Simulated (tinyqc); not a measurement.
Worked calculation: trap in a gate oxide as a short-range spherical well. Values are carried at full precision from step to step, so a last printed digit may differ when a step is redone from the rounded ones.

A spherical well of radius R and depth V0 below the conduction edge, one mass m, c = hbar^2/2m0. The s level at binding Et solves k cot(k R) = -kappa with k = sqrt(m (V0 - Et)/c), kappa = sqrt(m Et/c); it exists for V0 > Vc = c (pi/2R)^2/m. Outside, psi falls as exp(-kappa r)/r.

Constants: hbar^2/2m0 = 3.80998211 eV angstrom^2; fine-structure constant alpha = 0.007297352564; hc = 1239.841984 eV nm; kB = 8.617333262e-05 eV/K.

Inputs chosen for the exercise (near those of SiO2 on Si; the results hold for these values, not for the real material): R = 2.2 angstrom (radius of the well); V0 = 9.44 eV (depth of the well); m = 0.462 m0 (mass); n_r = 1.46 (refractive index); dEc = 3.08 eV (conduction offset to the channel); Fox = 3.2 MV/cm (oxide field, lowering levels away from the channel); t0 = 15 x 1e-11 s (time constant at the interface); T = 300 K (temperature); EF = 0.01 eV (Fermi level above the channel edge); x = 4 angstrom (depth of the trap).

## The bound level

Solve for Et; the share outside is [sin^2(kR)/(2 kappa)]/[sin^2(kR)/(2 kappa) + R/2 - sin(2kR)/(4k)].

Et = 2.1506 eV
k = 0.9402 1/angstrom
kappa = 0.5107 1/angstrom
share outside = 0.364
Vc = 4.204 eV

The well is 2.25 times the critical depth. Since dEt/dV0 equals the share inside, 0.64, a 1 % change of V0 moves Et by 2.8 %. The decay length is 2.0 angstrom, 0.9 times R.

## Peak of the photo-ionisation cross-section

Lucovsky model (delta well, plane-wave final states, no local-field factor): sigma = (32 pi alpha c/(3 n_r m Et)) (x - 1)^(3/2)/x^3, x = h nu/Et, c = hbar^2/2m0; 1 angstrom^2 = 1e-16 cm^2.

The maximum lies at x = 2. Give the photon energy, its wavelength and sigma there.

h nu = 4.301 eV
wavelength = 288 nm
sigma = 8.03 x 1e-18 cm^2

With 36 % of the state outside the well the delta-well form is only a rough model of this centre.

## Level, tunnelling time and occupation

Energies from the conduction edge of the channel. The trap level at depth x is E_T = dEc - Et - e Fox x (1 MV/cm = 0.01 eV/angstrom). An electron at the channel edge tunnels with the WKB exponent S = (4/3) sqrt(m/c) [dEc^(3/2) - (dEc - e Fox x)^(3/2)]/(e Fox), c = hbar^2/2m0; tau = t0 exp(S); the occupation is f = 1/(1 + exp((E_T - EF)/kB T)), tau_c = tau/f and tau_e = tau/(1 - f). Lattice relaxation is left out; a level below the channel edge needs phonons as well, so tau is then a lower bound, while a level above it can also empty elastically at its own energy, through a thinner barrier, faster than this tau.

Give E_T, S, tau and ln(tau_c/tau_e) = (E_T - EF)/kB T.

E_T = 0.801 eV
S = 4.838
tau = 1.89e-08 s
ln(tau_c/tau_e) = 30.6

The level lies 31 kB T above EF, so the trap is mostly empty. A flat barrier would give S = 2 sqrt(m dEc/c) x = 4.89.

## Checks

- Et from the radial equation on a grid against the matching condition, eV: both 2.15.

Computed by tinyqc, a small Python program: `OMP_NUM_THREADS=1 python tinyqc.py 1251897 1251898 out.jsonl` (the numbers bound the seed that draws the inputs); one thread of a shared host (Intel(R) Xeon(R) Processor @ 2.30GHz), about 0.01 s for the whole set of steps.
